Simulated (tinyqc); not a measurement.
Inside a calculation. Method: plane-wave Kohn-Sham cycle with exchange-only LDA in a layered model solid. One step of it, computed by the program tinyqc.

Question. Iteration 1: Hamiltonian at one k. H(m,m') = (k + G_m)^2/2 delta + V(G_m - G_m'), with V(-G) = V(G).

A solid whose potential varies along x alone (atomic units):
```
parameter                      value
period a                   17.800000
cross-section of the cell  10.000000
electrons per cell                 2
grid points                       16
plane waves -n..n, n               3
k points                           1
V1 in V1 cos(2 pi x/a)     -0.210000
V2 in V2 cos(4 pi x/a)      0.140000
```

V(G_m), m = 0, 1, 2, ... (hartree): [-0.220560, -0.105000, 0.070000, 0.000000, 0.000000, 0.000000, 0.000000]

k = 0.000000 2 pi / a

Give: H.

Answer.

H (hartree), order -3, -2, -1, +0, +1, +2, +3:
$$\begin{pmatrix}
0.3401 & -0.1050 & 0.0700 & 0.0000 & 0.0000 & 0.0000 & 0.0000 \\
-0.1050 & 0.0286 & -0.1050 & 0.0700 & 0.0000 & 0.0000 & 0.0000 \\
0.0700 & -0.1050 & -0.1583 & -0.1050 & 0.0700 & 0.0000 & 0.0000 \\
0.0000 & 0.0700 & -0.1050 & -0.2206 & -0.1050 & 0.0700 & 0.0000 \\
0.0000 & 0.0000 & 0.0700 & -0.1050 & -0.1583 & -0.1050 & 0.0700 \\
0.0000 & 0.0000 & 0.0000 & 0.0700 & -0.1050 & 0.0286 & -0.1050 \\
0.0000 & 0.0000 & 0.0000 & 0.0000 & 0.0700 & -0.1050 & 0.3401
\end{pmatrix}$$
